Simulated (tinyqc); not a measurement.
## p-n diode, drift-diffusion by the Gummel loop with Scharfetter-Gummel fluxes: current against voltage in the dark

Abrupt junction at x = 0, p side from -Lp, n side to Ln, ohmic contacts. psi is counted from the intrinsic level; n = ni exp((psi - phin)/Vt), p = ni exp((phip - psi)/Vt). Contacts: p side psi = V - Vt ln(Na/ni), p = Na, n = ni^2/Na; n side psi = Vt ln(Nd/ni), n = Nd, p = ni^2/Nd. Constant mobilities, D = mu Vt, Boltzmann statistics, SRH recombination through a mid-gap level, U = (n p - ni^2)/(tp (n + ni) + tn (p + ni)). Current is positive from the p contact to the n contact.

ni = sqrt(Nc Nv) exp(-Eg/(2 Vt)), Eg in volts. Poisson and both continuity equations are solved self-consistently with Scharfetter-Gummel fluxes on a graded mesh of 500 nodes. J_scr is q times the integral of U between -xp and xn. Ideal diffusion current J_id = q ni^2 [Dn coth(wp/Le)/(Le Na) + Dp coth(wn/Lh)/(Lh Nd)] (exp(V/Vt) - 1), Le = sqrt(Dn tn), Lh = sqrt(Dp tp), wp = Lp - xp, wn = Ln - xn, with xp and xn from the depletion approximation (W = sqrt(2 eps0 eps_r (Vbi - V)(1/Na + 1/Nd)/q), xp = W Nd/(Na + Nd), xn = W Na/(Na + Nd), Vbi = Vt ln(Na Nd/ni^2)). Ideality factor = 0.004 V/(Vt ln[J(V + 0.004 V)/J(V)]). Here G = 0.

Values chosen for this exercise; band and dielectric values close to those of germanium: temperature T = 300 K; band gap Eg = 0.657 eV; relative permittivity eps_r = 16; conduction-band density of states at T Nc = 1.03e19 cm^-3; valence-band density of states at T Nv = 5.94e18 cm^-3; acceptor density of the p side Na = 2.9e16 cm^-3; donor density of the n side Nd = 2.1e16 cm^-3; electron mobility mun = 2400 cm^2/(V s); hole mobility mup = 1300 cm^2/(V s); SRH lifetime of electrons tn = 7e-9 s; SRH lifetime of holes tp = 4e-9 s; length of the p side Lp = 5.9 um; length of the n side Ln = 2.1 um; uniform generation rate G = 0 cm^-3 s^-1.

Constants: q = 1.602176634e-19 C, kB = 1.380649e-23 J/K, Vt = kB T/q, eps0 = 8.8541878128e-14 F/cm where lengths are in cm. Results are converted to the units shown.

Current against voltage in the dark:

| V (V) | J (A/cm^2) | ideality factor | J_scr/J (%) | J_id (A/cm^2) | share recombining at the contacts (%) | larger minority/doping at -xp and xn |
|---|---|---|---|---|---|---|
| 0.12 | 0.139 | 1.04 | 11.5 | 0.124 | 71.8 | 1.99e-4 |
| 0.14 | 0.294 | 1.03 | 8.86 | 0.269 | 73.9 | 4.27e-4 |
| 0.15 | 0.428 | 1.03 | 7.75 | 0.397 | 74.8 | 6.26e-4 |
| 0.17 | 0.908 | 1.03 | 5.90 | 0.861 | 76.3 | 0.00134 |
| 0.18 | 1.32 | 1.03 | 5.13 | 1.27 | 76.9 | 0.00196 |
| 0.2 | 2.81 | 1.03 | 3.88 | 2.74 | 77.9 | 0.00416 |
| 0.21 | 4.10 | 1.03 | 3.36 | 4.04 | 78.3 | 0.00604 |
| 0.23 | 8.66 | 1.04 | 2.51 | 8.73 | 79.0 | 0.0126 |
| 0.24 | 12.5 | 1.06 | 2.16 | 12.8 | 79.3 | 0.0181 |

J rises from 0.139 to 12.5 A/cm^2; the ideality factor goes from 1.04 through a minimum of 1.03 (at V = 0.18 V among the rows listed) to 1.06. Recombination in the depleted layer stays under half of the current. Where the factor is lowest (V = 0.18 V), J is 4.5 % above the ideal diffusion current.

Numbers from tinyqc (`OMP_NUM_THREADS=1 python tinyqc.py 2240095 2240096 out.jsonl`; about 0.1 s on one thread of a shared Intel Xeon 2.30GHz).
